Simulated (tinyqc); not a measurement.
Inside a calculation: strain-driven crossing of the Gamma and L valleys in a germanium-like crystal. Values are carried at full precision from step to step, so a last printed digit may differ when a step is redone from the rounded ones.

Biaxial loads: e0 is the in-plane strain e_par and the normal is free. (001): e_perp = -2 (C12/C11) e_par; exx = eyy = e_par, ezz = e_perp, no shear. (111): e_perp = -(2 C11 + 4 C12 - 4 C44)/(C11 + 2 C12 + 4 C44) e_par; exx = eyy = ezz = (2 e_par + e_perp)/3 and exy = eyz = ezx = (e_perp - e_par)/3. (110): e_perp = -(C11 + 3 C12 - 2 C44)/(C11 + C12 + 2 C44) e_par; exx = eyy = (e_par + e_perp)/2, ezz = e_par, exy = (e_perp - e_par)/2, eyz = ezx = 0. Uniaxial loads: a stress along n, scaled so that n.e.n = e0, with exx = s11 sxx + s12 (syy + szz), exy = s44 sxy/2, s11 = (C11 + C12)/((C11 - C12)(C11 + 2 C12)), s12 = -C12/((C11 - C12)(C11 + 2 C12)), s44 = 1/C44.

Constants: kB = 8.617333262e-05 eV/K; hc = 1239.841984 eV nm.

Parameters, chosen for this exercise (near those of Ge, gaps at low temperature; shifted at random, so the results belong to these values and not to a real crystal):
```
symbol  value           unit  meaning
C11     127.4           GPa
C12     48.2            GPa
C44     67.1            GPa
load    uniaxial [111]        kind of strain
e0      0.0226                size of the strain
Eg      0.899           eV    gap at Gamma to the s-like level
EgL     0.737           eV    gap to L
Dso     0.292           eV    spin-orbit splitting
ac      -8.09           eV    conduction deformation potential
av      1.22            eV    valence hydrostatic potential
b       -2.57           eV    tetragonal shear potential
d       -5.26           eV    trigonal shear potential
aL      -1.59           eV    hydrostatic potential of the L edge, Xd + Xu/3
XuL     15.7            eV    uniaxial potential, L
mG      0.0427          m0    mass at Gamma
mL      0.547           m0    density-of-states mass of the four L valleys together
T       200             K     temperature
```

## The strain tensor for a uniaxial [111] load

Form the tensor and its trace.

strain tensor in the cubic axes:
```
          x         y         z
x  0.005213  0.008694  0.008694
y  0.008694  0.005213  0.008694
z  0.008694  0.008694  0.005213
```

tr(e) = 0.015639

## Band edges

Edges from the unstrained valence top: Gamma at Eg + ac tr(e); an L valley with unit axis u at EgL + aL tr(e) + XuL (u.e.u - tr(e)/3), u along [111], [1-1-1], [-11-1], [-1-11]; valence edges are the levels of the 6 x 6 matrix of X, Y, Z times spin with -Dso/3 + l exx + m (eyy + ezz) on the diagonal (cyclic), n exy off it, l = av + 2 b, m = av - b, n = sqrt(3) d. Spin-orbit term (Dso/3) L.sigma on X, Y, Z with (L_k)_ij = -i epsilon_kij: <X+|H|Y+> = -i Dso/3, <X+|H|Z-> = Dso/3, <Y+|H|Z-> = -i Dso/3, <Z+|H|X-> = -Dso/3, <Z+|H|Y-> = i Dso/3, <X-|H|Y-> = i Dso/3, and their conjugates; + and - are the spin along z.

Give the edges and the direct and indirect gaps from the top valence edge.

Gamma edge = 0.7725 eV

L edges (eV): [111] 0.9851, [1-1-1] 0.6211, [-11-1] 0.6211, [-1-11] 0.6211

valence edges from the top (eV): 0.0983  -0.0120  -0.3210

direct and indirect gap (eV): 0.6742  0.5229

The gap is indirect: Gamma lies 151 meV above the lowest L valley. The top two valence edges are 110 meV apart.

## Electrons in the Gamma valley

Non-degenerate, parabolic: share = mG^(3/2)/(mG^(3/2) + (mL^(3/2)/4) sum_i exp(-(E_Li - E_Gamma)/kT)). Also the offset at which four equal L valleys hold half of the electrons, kT ln((mL/mG)^(3/2)), and the wavelength hc/E of the direct gap.

(mL/mG)^(3/2) = 45.85
share in Gamma = 0.000447 %
offset for an even split = 65.9 meV
wavelength = 1839 nm

With the L valleys as they lie here, Gamma must be 61 meV below the lowest of them to hold half of the electrons at 200 K; it lies 151 meV above. A direct gap alone is not enough.

## Checks

- Gamma and lowest L edge at e0 = 0.34341, where the linear shifts make them meet (eV): both -1.0235.

(tinyqc, `OMP_NUM_THREADS=1 python tinyqc.py 1080829 1080830 out.jsonl`, Intel(R) Xeon(R) Processor @ 2.30GHz, 1 thread, shared host, about 0.01 s.)
